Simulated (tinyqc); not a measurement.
# From single traps to 1/f noise

13 half-filled traps with time constants tau_j = 7.5e-8 s times 10^(0.5 j), j = 0..12, each shift the threshold by a = 9.13 uV when filled and give the Lorentzian a^2 tau/(1 + (2 pi f tau)^2). For time constants spread evenly in ln tau the sum tends to a^2/(4 f ln(10^0.5)). slope = d ln S/d ln f.

From single traps to 1/f noise:
```
f (Hz)  S (uV^2/Hz)  1/f limit (uV^2/Hz)       slope  j of the largest term
0.01         9.1429               1810.1  -3.1359e-5                     12
0.1          9.1287               181.01  -0.0031274                     12
1            7.9626               18.101    -0.24440                     12
30          0.58875              0.60336    -0.97948                     10
1000       0.018077             0.018101     -1.0028                      7
30000     6.0031e-4            6.0336e-4     -1.0087                      4
1e6       1.5246e-5            1.8101e-5     -1.1851                      1
1e7       3.9918e-7            1.8101e-6     -1.9398                      0
1e8       4.1160e-9            1.8101e-7     -1.9994                      0
```

Below the slowest trap (1/(2 pi tau) = 2.1 Hz) the spectrum is flat, slope 0.00 in the first row; above the fastest (2.1e6 Hz) the slope tends to -2 (-2.00 in the last row). In between, at 30, 1000 and 30000 Hz, the slopes are -0.98, -1.00 and -1.01, and S is 0.13 % below the 1/f limit at 1000 Hz.

Numbers from tinyqc (`OMP_NUM_THREADS=1 python tinyqc.py 2150104 2150105 out.jsonl`; about 0.01 s on one thread of a shared Intel Xeon 2.30GHz).
